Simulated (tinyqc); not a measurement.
Hexagonal on-chip spiral inductor, lumped pi model: quality factor against frequency.

Outer diameter do = di + 2 n wd + 2 (n - 1) sp, mean da = (do + di)/2, fill p = (do - di)/(do + di), length l = 3.464 n da. L = 2.33 mu0 n^2 da/(1 + 3.82 p), mu0 = 4 pi 1e-7 H/m. Rs = rho l/(wd delta (1 - exp(-th/delta))), delta = sqrt(rho/(pi f mu0)). Cs = n wd^2 eps0 eo/hu across the coil. At each end Cox = l wd eps0 eo/(2 ho) leads to the substrate branch Rsi = 2 rs he/(l wd) in parallel with Csi = l wd eps0 11.7/(2 he). With one end grounded Y = 1/(Rs + i w L) + i w Cs + 1/[1/(i w Cox) + 1/(1/Rsi + i w Csi)], w = 2 pi f; Q = -Im Y/Re Y. Eddy currents in neighbouring turns and in the substrate are left out.

Apparent inductance Im(1/Y)/w; share of the loss Re(substrate branch)/Re Y.

Parameters, values chosen for the exercise; values of the order met in silicon radio-frequency processes:
- n = 1.5 (number of turns)
- wd = 6 um (line width)
- sp = 1.5 um (space between turns)
- di = 80 um (inner diameter)
- th = 4 um (metal thickness)
- rho = 3 uohm cm (metal resistivity)
- ho = 6.9 um (oxide below the coil)
- hu = 1.2 um (oxide between coil and underpass)
- eo = 3 (relative permittivity of the oxide)
- rs = 100 ohm cm (substrate resistivity)
- he = 80 um (effective spreading depth in the substrate)

Constants: eps0 = 8.8541878128e-12 F/m. Results are converted to the units shown.

Result of one run:
```
f (GHz)	Rs (ohm)	w L/Rs	Q	apparent inductance (nH)	loss in the substrate (%)
2.6	1.509	4.523	4.520	0.4180	0.03101
```

What becomes of these results when the frequency f is changed from 2.6 to 4.2 GHz, all else the same?

Result of the changed run:
```
f (GHz)	Rs (ohm)	w L/Rs	Q	apparent inductance (nH)	loss in the substrate (%)
4.2	1.827	6.036	6.027	0.4182	0.06636
```

The whole series:
```
f (GHz)	Rs (ohm)	w L/Rs	Q	apparent inductance (nH)	loss in the substrate (%)
2.6	1.509	4.523	4.520	0.4180	0.03101
4.2	1.827	6.036	6.027	0.4182	0.06636
6.9	2.272	7.973	7.945	0.4187	0.1430
11	2.828	10.21	10.13	0.4200	0.2903
18	3.596	13.14	12.88	0.4236	0.6076
30	4.635	17.00	16.14	0.4342	1.298
49	5.921	21.73	19.01	0.4646	2.669
80	7.566	27.76	19.18	0.5713	5.408
130	9.644	35.39	9.121	1.434	10.58
```

Q goes from 4.52 through a maximum of 19.2 (at f = 80 GHz among the rows listed) to 9.12; the exact peak is 19.7 at 65.4 GHz and Q reaches zero at the self-resonance, 154 GHz. The share of the substrate rises from 0.0310 to 10.6 %, and the apparent inductance ends at 3.43 times L. At the peak the substrate takes 4.05 % of the loss. For f = 80, 130 the coil is longer than 0.15 of a wavelength in the oxide, where one lumped section is rough.

tinyqc, about 0.01 s, one thread, Intel Xeon 2.30GHz (shared host): `OMP_NUM_THREADS=1 python tinyqc.py 2302110 2302111 out.jsonl`
